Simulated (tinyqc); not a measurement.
Access strength from the read disturbance.

Problem. Transistor (EKV form, voltages against the body): I = 2 n b Vt^2 [F(vp - Vs) - F(vp - Vd)] from drain to source, F(v) = ln^2(1 + exp(v/(2 Vt))), vp = (Vg - VT + sg |Vd - Vs|)/n. n-channel bodies are at 0; for the p-channel device all voltages are counted down from Vdd. b in uA/V^2 gives I in uA. In an SRAM read the low node Q obeys In(gate QB, drain Q) = Ip(gate QB, drain Q) + Ia, where the access transistor (threshold VTn) has its gate and drain at Vdd and its source at Q. Find Ia, ba and the cell ratio bn/ba.

Values chosen for this exercise: temperature T = 273 K; supply voltage Vdd = 1.2 V; slope factor n = 1.23; drain-induced barrier lowering sg = 0.021; n-channel threshold VTn = 0.41 V; p-channel threshold (magnitude) VTp = 0.33 V; gain factor of the pull-down transistor bn = 670 uA/V^2; gain factor of the pull-up transistor bp = 240 uA/V^2.

Constants: q = 1.602176634e-19 C, kB = 1.380649e-23 J/K, Vt = kB T/q. Results are converted to the units shown.

Q and QB in the read (V): 0.15230117  1.1999983

Solution. The node equation gives Ia, which is proportional to ba.

Ia = 71.4 uA
ba = 450 uA/V^2
cell ratio = 1.49

Program tinyqc, `OMP_NUM_THREADS=1 python tinyqc.py 2340067 2340068 out.jsonl`; Intel Xeon 2.30GHz, shared host, one thread, about 0.1 s.
